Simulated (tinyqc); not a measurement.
# Pull-up strength from the switching point

Inverse problem. Transistor (EKV form, voltages against the body): I = 2 n b Vt^2 [F(vp - Vs) - F(vp - Vd)] from drain to source, F(v) = ln^2(1 + exp(v/(2 Vt))), vp = (Vg - VT + sg |Vd - Vs|)/n. n-channel bodies are at 0; for the p-channel device all voltages are counted down from Vdd. b in uA/V^2 gives I in uA. In an inverter In(Vg = Vd = VM) equals Ip at the switching point VM. Find bp and the current there.

Parameters, values chosen for the exercise:

| symbol | value | unit | meaning |
|---|---|---|---|
| T | 350 | K | temperature |
| Vdd | 0.75 | V | supply voltage |
| n | 1.42 |  | slope factor |
| sg | 0.053 |  | drain-induced barrier lowering |
| VTn | 0.43 | V | n-channel threshold |
| VTp | 0.37 | V | p-channel threshold (magnitude) |
| bn | 340 | uA/V^2 | gain factor of the pull-down transistor |

Constants: q = 1.602176634e-19 C, kB = 1.380649e-23 J/K, Vt = kB T/q. Results are converted to the units shown.

VM = 0.384194368 V

Solution. Ip is proportional to bp, so bp is In(VM) over the p-channel current for unit b.

bp = 170.0 uA/V^2
current at VM = 0.2712 uA

Numbers from tinyqc (`OMP_NUM_THREADS=1 python tinyqc.py 2340043 2340044 out.jsonl`; about 0.03 s on one thread of a shared Intel Xeon 2.30GHz).
